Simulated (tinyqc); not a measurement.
From results to parameters: Luttinger model of the valence bands. Computed by the program tinyqc.

Problem. In the four-band Luttinger model 1/m = g1 -/+ 2 g2 along [100] and g1 -/+ 2 g3 along [111]. Find g1, g2, g3 and the light hole mass along [111].

heavy and light hole masses along [100] (electron masses): 0.097087  0.040617
heavy hole mass along [111] = 0.384615 electron masses

Solution. The mean of the two inverse masses along [100] is g1 and a quarter of their difference is g2; g3 = (g1 - 1/m_hh[111])/2.

g1, g2, g3: 17.4600  3.5800  7.4300
light hole mass along [111] = 0.0309 electron masses
